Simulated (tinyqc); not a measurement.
# p-n diode, drift-diffusion by the Gummel loop with Scharfetter-Gummel fluxes: two studies

Abrupt junction at x = 0, p side from -Lp, n side to Ln, ohmic contacts. psi is counted from the intrinsic level; n = ni exp((psi - phin)/Vt), p = ni exp((phip - psi)/Vt). Contacts: p side psi = V - Vt ln(Na/ni), p = Na, n = ni^2/Na; n side psi = Vt ln(Nd/ni), n = Nd, p = ni^2/Nd. Constant mobilities, D = mu Vt, Boltzmann statistics, SRH recombination through a mid-gap level, U = (n p - ni^2)/(tp (n + ni) + tn (p + ni)). Current is positive from the p contact to the n contact.

Values chosen for this exercise; band and dielectric values those of a made-up semiconductor: temperature T = 300 K; band gap Eg = 1.39 eV; relative permittivity eps_r = 10.5; conduction-band density of states at T Nc = 2.84e19 cm^-3; valence-band density of states at T Nv = 2.93e19 cm^-3; acceptor density of the p side Na = 4.7e17 cm^-3; donor density of the n side Nd = 1.3e16 cm^-3; electron mobility mun = 890 cm^2/(V s); hole mobility mup = 410 cm^2/(V s); SRH lifetime of electrons tn = 4e-8 s; SRH lifetime of holes tp = 4e-7 s; length of the p side Lp = 2 um; length of the n side Ln = 1.3 um; uniform generation rate G = 0 cm^-3 s^-1.

Constants: q = 1.602176634e-19 C, kB = 1.380649e-23 J/K, Vt = kB T/q, eps0 = 8.8541878128e-14 F/cm where lengths are in cm. Results are converted to the units shown.

Each table varies one quantity; the others keep the values above.

## Current against voltage in the dark

ni = sqrt(Nc Nv) exp(-Eg/(2 Vt)), Eg in volts. Poisson and both continuity equations are solved self-consistently with Scharfetter-Gummel fluxes on a graded mesh of 500 nodes. J_scr is q times the integral of U between -xp and xn. Ideal diffusion current J_id = q ni^2 [Dn coth(wp/Le)/(Le Na) + Dp coth(wn/Lh)/(Lh Nd)] (exp(V/Vt) - 1), Le = sqrt(Dn tn), Lh = sqrt(Dp tp), wp = Lp - xp, wn = Ln - xn, with xp and xn from the depletion approximation (W = sqrt(2 eps0 eps_r (Vbi - V)(1/Na + 1/Nd)/q), xp = W Nd/(Na + Nd), xn = W Na/(Na + Nd), Vbi = Vt ln(Na Nd/ni^2)). Ideality factor = 0.004 V/(Vt ln[J(V + 0.004 V)/J(V)]). Here G = 0.

In this table G = 0 cm^-3 s^-1.

Results:
columns A: V (V); B: J (A/cm^2); C: ideality factor; D: J_scr/J (%); E: J_id (A/cm^2); F: share recombining at the contacts (%); G: larger minority/doping at -xp and xn
```
A           B     C       D         E      F         G
0.22  5.25e-9  1.90    99.5  2.42e-11  0.457  1.71e-13
0.31  3.29e-8  1.88    97.7  7.76e-10   2.33  5.51e-12
0.4   2.22e-7  1.73    88.9   2.49e-8   11.1  1.78e-10
0.5   2.66e-6  1.36    56.4   1.17e-6   43.5   8.38e-9
0.59  4.65e-5  1.11    20.4   3.74e-5   79.4   2.68e-7
0.69  0.00181  1.02    4.23   0.00176   95.6   1.25e-5
0.78   0.0556  1.01   0.950    0.0560   98.8   3.90e-4
0.97     67.4  1.17  0.0459      82.7   99.7     0.341
```

Estimate the missing row, V = 0.87 V.

Computed row:
columns A: V (V); B: J (A/cm^2); C: ideality factor; D: J_scr/J (%); E: J_id (A/cm^2); F: share recombining at the contacts (%); G: larger minority/doping at -xp and xn
```
A        B     C      D     E     F       G
0.87  1.74  1.02  0.222  1.78  99.5  0.0116
```

With this row back in the table: J rises from 5.25e-9 to 67.4 A/cm^2; the ideality factor goes from 1.90 through a minimum of 1.01 (at V = 0.78 V among the rows listed) to 1.17. Recombination in the depleted layer carries over half of the current up to V = 0.5 V, where the factor is 1.36; it grows roughly as exp(V/2 Vt), so diffusion overtakes it. Where the factor is lowest (V = 0.78 V), J is 0.60 % below the ideal diffusion current. From V = 0.97 V on the minority density at an edge of the layer exceeds a tenth of the doping, and in the last row J is 19 % below the ideal value.

## Effect of the SRH lifetime of holes at fixed bias

Same model as above.

In this table V = 0.74 V.

Effect of the SRH lifetime of holes at fixed bias:
columns A: tp (s); B: J (A/cm^2); C: ideality factor; D: J_scr/J (%); E: J_id (A/cm^2); F: share recombining at the contacts (%); G: larger minority/doping at -xp and xn
```
A           B     C      D       E      F        G
1e-11   0.178  1.41   44.9   0.127  0.222  6.24e-5
1e-10  0.0665  1.22   41.5  0.0407   4.14  7.83e-5
1e-9   0.0233  1.14   30.9  0.0163   41.8  8.37e-5
1e-8   0.0141  1.06   13.0  0.0125   82.0  8.46e-5
1e-7   0.0124  1.02   3.93  0.0121   95.4  8.47e-5
1e-6   0.0120  1.01   1.11  0.0120   98.8  8.47e-5
1e-5   0.0119  1.01  0.315  0.0120   99.6  8.47e-5
```

What does the table show?

As tp rises from 1e-11 to 1e-5, J falls from 0.178 to 0.0119 A/cm^2, the share of the depleted layer falls from 44.9 to 0.315 % and the share lost at the contacts rises from 0.222 to 99.6 %. The exponent d ln J/d ln tp is -0.43 between the first two rows and 0.00 between the last two. J less J_scr is 1.4 % below J_id in the last row.

Numbers from tinyqc (`OMP_NUM_THREADS=1 python tinyqc.py 2240008 2240009 out.jsonl`; about 0.1 s on one thread of a shared Intel Xeon 2.30GHz).
